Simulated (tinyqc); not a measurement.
## Inductance and parasitic capacitance from two readings

Question. A loss-free coil L in parallel with C shows the apparent inductance L/(1 - w^2 L C), w = 2 pi f. Find L, C and the self-resonance 1/(2 pi sqrt(L C)).

apparent inductance at 2.7 and 5.2 GHz (nH): [9.0899099, 17.789518]

Solution. The inverse of the reading is 1/L - w^2 C, a straight line in w^2.

L = 7.700 nH
C = 69.00 fF
self-resonance = 6.905 GHz

Numbers from tinyqc (`OMP_NUM_THREADS=1 python tinyqc.py 2302048 2302049 out.jsonl`; about 0.01 s on one thread of a shared Intel Xeon 2.30GHz).
